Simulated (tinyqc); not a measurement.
# Vertical double-diffused power MOSFET, components of the on-resistance: what changes with what

Stripe cells of pitch Wp + a, two channels a cell. Current flows through the channels, spreads in the accumulation layer, passes the gap between the p bodies and spreads at 45 degrees into the drift layer below them. Low drain voltage, full ionisation.

Inputs (values chosen for the exercise); bulk values close to those of 4H silicon carbide:

| symbol | value | unit | meaning |
|---|---|---|---|
| T | 400 | K | temperature |
| eps_r | 9.48 |  | relative permittivity |
| Kc | 23800 | V/cm per (cm^-3)^(1/8) | critical-field constant |
| BV | 1700 | V | rated breakdown voltage of the drift layer |
| mud | 820 | cm^2/(V s) | drift mobility at 300 K |
| bt | 2.1 |  | temperature exponent of the drift mobility |
| tox | 69 | nm | gate oxide thickness (eps_r 3.9) |
| Vov | 7 | V | gate overdrive |
| mch | 21 | cm^2/(V s) | channel mobility |
| mac | 55 | cm^2/(V s) | accumulation-layer mobility |
| Lc | 0.8 | um | channel length |
| Wp | 5.2 | um | width of the p body in one cell, channels included |
| a | 3.1 | um | gap between neighbouring p bodies |
| xp | 0.9 | um | depth of the p body |
| Nj | 3 |  | doping of the gap over the drift doping |
| Vbi | 2.83 | V | built-in voltage of the body junction |
| Rs | 0.51 | mohm cm^2 | substrate and contact resistance |

Constants: q = 1.602176634e-19 C, eps0 = 8.8541878128e-14 F/cm where lengths are in cm. Results are converted to the units shown.

Each table varies one quantity; the others keep the values above.

## On-resistance against the channel mobility

Triangular field at breakdown with Ec = Kc N^(1/8): BV = eps0 eps_r Ec^2/(2 q N), so N = (eps0 eps_r Kc^2/(2 q BV))^(4/3); W = 2 BV/Ec; mu = mud (T/300 K)^(-bt); rho = 1/(q mu N); ideal resistance rho W. Pitch p = Wp + a, Cox = 3.9 eps0/tox; zero-bias depletion in the gap w0 = sqrt(2 eps0 eps_r Vbi/(q N Nj)), open gap g = a - 2 w0; R_ch = Lc p/(2 mch Cox Vov); R_acc = 0.6 a p/(4 mac Cox Vov), 0.6 being an empirical factor for current leaving the layer along its length; R_gap = (rho/Nj) xp p/g; spreading depth t = min(W, (p - g)/2); R_drift = (rho p/2) ln((g + 2 t)/g) + rho (W - t); R_on = the sum with Rs.

The same in every row: R_acc (mohm cm^2) = 2.0031; R_gap (mohm cm^2) = 0.17240; R_drift (mohm cm^2) = 2.8047; ideal (mohm cm^2) = 2.4399.

On-resistance against the channel mobility:

| mch (cm^2/(V s)) | R_ch (mohm cm^2) | R_on (mohm cm^2) | largest term |
|---|---|---|---|
| 5 | 18.954 | 24.444 | channel |
| 10 | 9.4771 | 14.967 | channel |
| 20 | 4.7386 | 10.229 | channel |
| 40 | 2.3693 | 7.8595 | drift |
| 70 | 1.3539 | 6.8441 | drift |
| 100 | 0.94771 | 6.4379 | drift |
| 300 | 0.31590 | 5.8061 | drift |
| 500 | 0.18954 | 5.6798 | drift |

What does the comparison show?

R_on falls from 24.4 to 5.68 mohm cm^2. The channel term is the largest at mch = 5, the drift term from 40 on. R_on is 10.0 times the ideal drift resistance in the first row and 2.33 times in the last.

## On-resistance against the gap between neighbouring p bodies

Same model as above.

The same in every row: ideal (mohm cm^2) = 2.440.

Results:

| a (um) | R_ch (mohm cm^2) | R_acc (mohm cm^2) | R_gap (mohm cm^2) | R_drift (mohm cm^2) | R_on (mohm cm^2) | largest term |
|---|---|---|---|---|---|---|
| 0.83 | 3.279 | 0.3896 | 2.134 | 3.837 | 10.15 | drift |
| 1.2 | 3.480 | 0.5979 | 0.6267 | 3.298 | 8.513 | channel |
| 1.7 | 3.752 | 0.9132 | 0.3417 | 3.054 | 8.571 | channel |
| 3.4 | 4.676 | 2.276 | 0.1589 | 2.777 | 10.40 | channel |
| 4.8 | 5.437 | 3.737 | 0.1218 | 2.690 | 12.50 | channel |
| 6.9 | 6.579 | 6.500 | 0.09757 | 2.622 | 16.31 | channel |
| 9.8 | 8.156 | 11.44 | 0.08246 | 2.573 | 22.77 | accumulation |
| 14 | 10.44 | 20.93 | 0.07225 | 2.535 | 34.48 | accumulation |

Estimate the missing row, a = 2.4 um.

Computed row:

| a (um) | R_ch (mohm cm^2) | R_acc (mohm cm^2) | R_gap (mohm cm^2) | R_drift (mohm cm^2) | R_on (mohm cm^2) | largest term |
|---|---|---|---|---|---|---|
| 2.4 | 4.132 | 1.420 | 0.2224 | 2.894 | 9.179 | channel |

With this row back in the table: R_on goes from 10.1 through a minimum of 8.51 (at a = 1.2 among the rows listed) to 34.5 mohm cm^2. The drift term is the largest at a = 0.83, the channel term from 1.2, the accumulation term from 9.8 on. R_on is 4.16 times the ideal drift resistance in the first row and 14.1 times in the last. A narrow gap chokes the current while a wide one lengthens the pitch and so dilutes the channels, which gives the minimum.

Numbers from tinyqc (`OMP_NUM_THREADS=1 python tinyqc.py 2230068 2230069 out.jsonl`; about 0.01 s on one thread of a shared Intel Xeon 2.30GHz).
